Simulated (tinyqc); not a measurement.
Inside a calculation: sp3s* tight binding. Values are carried at full precision from step to step, so a last printed digit may differ when a step is redone from the rounded ones.

sp3s* tight binding, nearest neighbours only: anion (a) at 0, cation (c) at a/4 (1,1,1), orbitals s, px, py, pz, s* on each; k in units of 2 pi/a. With phases e_j = exp(i (pi/2) k.n_j) for n = (1,1,1), (1,-1,-1), (-1,1,-1), (-1,-1,1): g0 = (e1+e2+e3+e4)/4, g1 = (e1+e2-e3-e4)/4, g2 = (e1-e2+e3-e4)/4, g3 = (e1-e2-e3+e4)/4. The diagonal holds the levels Esa, Epa, Exa (s*) and Esc, Epc, Exc. Anion-cation block: <sa|sc> = Vss g0; <sa|xc> = Vsapc g1; <xa|sc> = -Vscpa g1; <xa|xc> = Vxx g0; <xa|yc> = <ya|xc> = Vxy g3, <xa|zc> = <za|xc> = Vxy g2, <ya|zc> = <za|yc> = Vxy g1; <s*a|xc> = Vxapc g1; <xa|s*c> = -Vpaxc g1; y and z take g2 and g3 in place of g1; s-s* and s*-s* vanish.

Constants: hbar^2/2m0 = 3.80998211 eV angstrom^2.

Values chosen for the exercise (near a published set for AlAs, fitted to gaps, whose masses and valley positions are rough; not measured data):
- k = (0.95, 0, 0) 2 pi/a (wave vector)
- Esa = -7.548 eV (s level of the anion)
- Epa = 0.981 eV (p level of the anion)
- Esc = -1.165 eV (s level of the cation)
- Epc = 3.578 eV (p level of the cation)
- Exa = 7.475 eV (s* level of the anion)
- Exc = 6.707 eV (s* level of the cation)
- Vss = -6.649 eV (s-s)
- Vxx = 1.877 eV (px-px)
- Vxy = 4.291 eV (px-py)
- Vsapc = 5.097 eV (s anion, p cation)
- Vscpa = 5.507 eV (s cation, p anion)
- Vxapc = 4.518 eV (s* anion, p cation)
- Vpaxc = 4.997 eV (p anion, s* cation)
- a = 5.662 angstrom (lattice constant)

## Phase sums

Form g0 to g3 at this k.

g0, g1, g2, g3: 0.07846  0.99692i  0.00000  0.00000

## The Hamiltonian without spin-orbit coupling

Fill in the 10 x 10 matrix.

H(k) (eV), lower triangle (Hermitian):
```
           sa       xa        ya        za       s*a       sc      xc      yc      zc     s*c
sa    -7.5480
xa          0   0.9810
ya          0        0    0.9810
za          0        0         0    0.9810
s*a         0        0         0         0    7.4750
sc    -0.5217  5.4900i         0         0         0  -1.1650
xc   -5.0813i   0.1473         0         0  -4.5041i        0  3.5780
yc          0        0    0.1473  -4.2778i         0        0       0  3.5780
zc          0        0  -4.2778i    0.1473         0        0       0       0  3.5780
s*c         0  4.9816i         0         0         0        0       0       0       0  6.7070
```

## Levels at this k

Diagonalise H, which belongs to k = (0.95, 0, 0) (2 pi/a). Four bands are filled (two electrons each); give the make-up of band 5, the lowest empty one.

levels (eV): -9.7230  -6.5003  -2.1934  -2.1934  2.2794  2.6999  6.7524  6.7524  10.3696  10.9024

weights of band 5: s 0.136, p 0.490, s* 0.374

weight of band 5 on atom a = 0.495

The vertical gap at this k is 4.4728 eV; band 5 is mostly p-like.

## Levels at Gamma

At k = 0 only g0 = 1 is left and H falls into 2 x 2 blocks [[E_a, V], [V, E_c]] with roots (E_a + E_c)/2 -/+ sqrt(((E_a - E_c)/2)^2 + V^2); the s* levels stay uncoupled. The direct gap runs from the highest lower root of the p blocks to the lowest upper root.

Blocks at Gamma (eV):
```
block            E_a      E_c        V  lower root  upper root
s (Gamma1)   -7.5480  -1.1650  -6.6490    -11.7318      3.0188
p (Gamma15)   0.9810   3.5780   1.8770     -0.0029      4.5619
```

direct gap at Gamma = 3.0217 eV

The lowest empty level at Gamma is s-like.

## Bands near the gap

Diagonalise at L = (1/2,1/2,1/2), X = (1,0,0), W = (1,1/2,0), K = (3/4,3/4,0) and at the fractions named between them; energies from the top of the valence band at Gamma; 4 bands are filled.

Levels (eV):
```
k        level 2  level 3  level 4  level 5  level 6
L         -6.067   -1.064   -1.064    2.671    3.432
L-G 0.5   -3.502   -0.582   -0.582    3.018    4.014
G          0.000    0.000    0.000    3.022    4.565
G-X 0.2   -0.967   -0.293   -0.293    3.407    4.042
G-X 0.4   -2.746   -0.935   -0.935    3.098    3.693
G-X 0.6   -4.512   -1.585   -1.585    2.501    3.401
G-X 0.7   -5.283   -1.844   -1.844    2.337    3.179
G-X 0.8   -5.925   -2.039   -2.039    2.266    2.953
G-X 0.9   -6.374   -2.160   -2.160    2.269    2.764
X         -6.540   -2.201   -2.201    2.289    2.680
W         -6.540   -2.201   -2.201    2.289    2.680
K         -6.474   -2.374   -1.864    2.341    2.717
K-G 0.5   -4.168   -1.450   -0.644    3.226    3.306
```

On these points the lowest empty level is lowest at G-X 0.8, 2.266 eV above the top.

## Valleys and masses

The lowest conduction level at Gamma, at its minimum on (x,0,0) for x from 0.5 to 1, and at the point L (L, and X where the search ends there, need not be minima in this model; a zero or negative inverse mass shows it). Inverse masses m0/m = (E(+h) + E(-h) - 2 E)/(2 c q^2) with c = hbar^2/2m0, q = h 2 pi/a, h = 0.002; longitudinal along the valley axis ([100] at Gamma and Delta, [111] at L), transverse along [010] or [1-10]. A dash: the next level lies within 0.15 eV, so a single mass has no use there.

Valleys:
```
valley  x (2 pi/a)  E - Ev (eV)  m0/m_l  m0/m_t
Gamma       0.0000       3.0217    3.46    3.46
Delta       0.8412       2.2603    0.65    0.23
L           0.5000       2.6709    0.11    0.29
```

Of these three the lowest is the Delta line, which makes the gap indirect, 2.2603 eV. At Delta m0/m_t is 0.23. This nearest-neighbour model is fitted to gaps: it places the Delta minimum and the masses at Delta and L only roughly (transverse masses can be several times too heavy), and since its bands are flat from X to W the transverse mass grows too heavy towards X; d orbitals or second neighbours cure this.

## Checks

- Direct gap at Gamma from the blocks against the full matrix: both 3.02166.

Computed by tinyqc, a small Python program: `OMP_NUM_THREADS=1 python tinyqc.py 1482779 1482780 out.jsonl` (the numbers bound the seed that draws the inputs); one thread of a shared host (Intel(R) Xeon(R) Processor @ 2.30GHz), about 0.07 s for the whole set of steps.
